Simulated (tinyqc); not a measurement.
## Gap and screening length from two transmissions

Problem. At the source junction of a tunnel FET, T(w) = exp(-S), S = 2 pi lam sqrt(m/(C Eg)) [w + Eg/2 - sqrt(w (w + Eg))], C = hbar^2/(2 m0). Find Eg (between 0.1 and 3 eV) and lam.

Parameters, values chosen for the exercise: band-edge mass of the two-band model m = 0.062 m0.

Constants: q = 1.602176634e-19 C, hbar = 1.054571817e-34 J s, m0 = 9.1093837015e-31 kg, hbar^2/(2 m0) = 0.0380998212 eV nm^2. Results are converted to the units shown.

T(w) at w = 0.12 and 0.4 eV: [5.6386056e-4, 0.014150235]

Solution. The ratio of the two exponents depends on Eg alone and falls steadily with it, which fixes Eg; either exponent then gives lam.

ratio of the two S = 1.757
Eg = 0.7890 eV
lam = 4.500 nm

Computed by the program tinyqc: `OMP_NUM_THREADS=1 python tinyqc.py 2620069 2620070 out.jsonl`, one thread of a shared Intel Xeon 2.30GHz, about 0.01 s for the whole run.
